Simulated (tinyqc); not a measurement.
Debye-Callaway model of lattice thermal conductivity: one step, computed by the program tinyqc.

Three acoustic branches with one velocity v, cut at omega_D = k_B Theta/hbar; x = hbar omega/(k_B T). v and Theta are separate inputs: Theta cuts off the heat-carrying modes, so C need not reach 3 k_B/V. gamma is an effective value that sets the umklapp rate. Heat flows along the wire.

Problem. Scattering rates at one frequency. Rates: point defects A omega^4; umklapp B omega^2 T exp(-Theta/(b T)) with B = hbar gamma^2/(M v^2 Theta). Boundaries: v/Lambda_B with Lambda_B = D (1 + p)/(1 - p). The resistive time is tau_R = 1/(boundary + point-defect + umklapp rates), and the free path is v tau_R.

Inputs (values chosen for the exercise, modelled on silicon):
```
quantity                              value        unit
sound velocity v                       6400         m/s
Debye temperature Theta                 670           K
mean atomic mass M                    28.09           u
effective Grueneisen parameter gamma   2.21           -
umklapp exponent divisor b                3           -
wire diameter D                        0.24  micrometre
specularity p                           0.8           -
temperature T                           300           K
probe frequency omega/omega_D          0.21           -
```

Sample: wire. Point defects: isotopes. Normal processes: left out.

Rayleigh coefficient A = 1.092830e-45 s^3

Constants: k_B = 1.380649e-23 J/K; hbar = 1.054571817e-34 J s; u = 1.6605390666e-27 kg.

Give: omega; Rates; tau_R; free path.

Solution.

omega = 1.8420e+13 rad/s

Rates:
```
process        rate (1/s)  rate x tau_R
boundaries     2.9630e+09       0.13143
point defects  1.2582e+08     0.0055811
umklapp        1.9455e+10       0.86299
```

tau_R = 4.4357e-11 s

free path = 283.89 nm

The strongest resistive process at this frequency: umklapp, 86 % of the resistive rate.
